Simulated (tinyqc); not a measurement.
Photoconductance decay in a wafer: bulk and surface recombination modes, and iron detection by pair splitting: one step, computed by the program tinyqc. Command: `OMP_NUM_THREADS=1 python tinyqc.py 3114092 3114093 out.jsonl pcd walk`. One thread of a shared host (Intel(R) Xeon(R) Processor @ 2.30GHz), about 0.01 s of CPU time with the checks.

Both faces of the wafer have the same S; injection is low and all coefficients are constant. x runs from -W/2 to W/2.

Task: Decay rates of the even modes. Even modes cos(a x) obey b tan b = S W/(2 D) with b = a W/2, odd modes sin(a x) obey -b cot b = S W/(2 D); each decays at the rate 1/tau_b + D a^2.

Inputs (values chosen for the exercise, modelled on p-type silicon):

| quantity | value | unit |
|---|---|---|
| thickness W | 725 | micrometre |
| diffusivity D | 25.6 | cm^2/s |
| bulk lifetime tau_b without iron | 890 | microsecond |
| surface recombination velocity S | 14000 | cm/s |

Give: the table «The first four even modes: b, surface rate and decay time» with the columns b_n, surface rate D a^2 (1/s), decay time (microsecond), for n = 0, 1, 2, 3.

Result:

The first four even modes: b, surface rate and decay time:

| n | b_n | surface rate D a^2 (1/s) | decay time (microsecond) |
|---|---|---|---|
| 0 | 1.496 | 4.3571e+04 | 22.374 |
| 1 | 4.490 | 3.9269e+05 | 2.539 |
| 2 | 7.493 | 1.0937e+06 | 0.913 |
| 3 | 10.508 | 2.1512e+06 | 0.465 |
